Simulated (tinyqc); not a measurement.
Single-electron transistor, orthodox theory and master equation: one step of the calculation.

A metal island with n extra electrons joins the left lead (voltage V) and the right lead (0 V) by tunnel junctions and couples to a gate. Cs = CL + CR + Cg. Adding electron n + 1 costs mu(n) = [q (n + 1/2) - CL V - Cg Vg]/Cs (in volts); the Fermi levels are -V (left) and 0 (right). A jump that gains the energy W has the rate G(W) = (W/q)/(R [1 - exp(-W/Vt)]), W in volts, Vt = kB T/q. Sequential tunnelling only; I > 0 flows from left to right.

Question. Probabilities and current. Steady state: p(n + 1)/p(n) = (sum of on rates)/(sum of off rates), normalised. I = q sum_n [p(n + 1) (off to left) - p(n) (on from left)].

Inputs (values chosen for the exercise): lowest charge state kept n0 = -1; highest charge state kept n1 = 1.

Constants: q = 1.602176634e-19 C. Results are converted to the units shown.

| n to n + 1, n | on from left (1/ns) | on from right (1/ns) | off to left (1/ns) | off to right (1/ns) |
|---|---|---|---|---|
| -1 | 45.665656 | 11.322363 | 0.0069367141 | 1.3066721e-18 |
| 0 | 1.2008095e-14 | 0.057789538 | 193.80488 | 0.70860673 |

Give: p(n); I; mean n.

Answer.

p(n), n -1 to 1: [1.2167e-4, 0.99958, 2.9697e-4]
I = 0.0094420 nA
mean n = 1.7530e-4

Two plain resistors in series would pass 1.38 nA; this is 0.685 % of that. One charge state holds over 99 % of the weight.

Range of the model: Cotunnelling, which dominates deep in the blockade, is left out.

Program tinyqc, `OMP_NUM_THREADS=1 python tinyqc.py 2780031 2780032 out.jsonl`; Intel Xeon 2.30GHz, shared host, one thread, about 0.01 s.
